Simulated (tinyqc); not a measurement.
Substrate current against gate voltage: lateral field, substrate current, probability of reaching the oxide barrier and hot-carrier lifetime of a silicon transistor (pseudo-two-dimensional and lucky-electron models). Computed by tinyqc, a small Python program. Command: `OMP_NUM_THREADS=1 python tinyqc.py 3010440 3010441 out.jsonl hotcar walk`. One thread of a shared host (Intel(R) Xeon(R) Processor @ 2.30GHz), about 0.01 s of CPU time with the checks.

Local-field models: a lucky carrier gains its energy at the peak field over a path free of collisions. Voltages are magnitudes.

Inputs (values chosen for the exercise, modelled on a silicon n-channel): channel length L = 210 nm; oxide thickness t = 4.7 nm; junction depth x_j = 34 nm; mobility mu = 290 cm^2/(V s); saturation velocity v_s = 0.88 1e7 cm/s; threshold voltage V_T = 0.51 V; drain voltage V_D = 2.9 V; ionisation prefactor A_i = 1.9e+06 1/cm; ionisation field B_i = 1.64 MV/cm; hot-carrier mean free path lambda = 8 nm; oxide barrier phi_b = 3.1 eV; interface-trap threshold phi_it = 3.8 eV; lifetime constant H = 200 s microampere/micrometre; length of the depleted extension L_n = 26 nm.

Drain: lightly doped extension.

Constants: eps_0 = 8.8541878128e-12 F/m.

Method:
- C_ox = 3.9 eps_0/t; F_sat = 2 v_s/mu; V_Dsat = V_ov F_sat L/(V_ov + F_sat L), V_ov = V_G - V_T; I_D/W = C_ox v_s (V_ov - V_Dsat).
- Scale length l = 0.22 t^(1/3) x_j^(1/2) (all in cm); F_m = sqrt(((V_D - V_Dsat)/l_e)^2 + F_sat^2), with l_e = l + L_n; length of the velocity-saturated region l_e ln((V_D - V_Dsat)/(l_e F_sat) + F_m/F_sat).
- Substrate current I_sub/I_D = (A_i/B_i)(V_D - V_Dsat) exp(-B_i/F_m); probability of reaching the oxide barrier exp(-phi_b/(e lambda F_m)); lifetime tau = (H/(I_D/W)) exp(phi_it/(e lambda F_m)).

At the given drain voltage:
```
V_G (V)  V_Dsat (V)  I_D/W (microampere/micrometre)  F_m (kV/cm)  I_sub/W (microampere/micrometre)     tau (s)
0.64        0.11797                             7.8       487.29                             0.866  4.4002e+05
0.78        0.22280                            30.5       469.22                             2.872  1.6329e+05
0.99        0.34868                            84.9       447.53                             6.429  9.5847e+04
1.30        0.48770                           195.5       423.61                            11.377  7.5823e+04
1.60        0.58752                           324.9       406.45                            15.394  7.3241e+04
2.00        0.68692                           519.2       389.37                            19.727  7.6498e+04
2.40        0.76119                           729.8       376.63                            23.239  8.2236e+04
2.80        0.81879                           951.2       366.75                            26.211  8.8614e+04
3.20        0.86477                          1180.1       358.88                            28.827  9.4914e+04
```

What follows from these numbers?

I_sub rises over the whole table: the growing drain current outweighs the fall of F_m. The shortest lifetime among the rows lies at V_G = 1.6 V, below that of the largest I_sub, since tau depends more steeply on the field.

Extremes, crossings and ranges named in words are read from the listed rows.
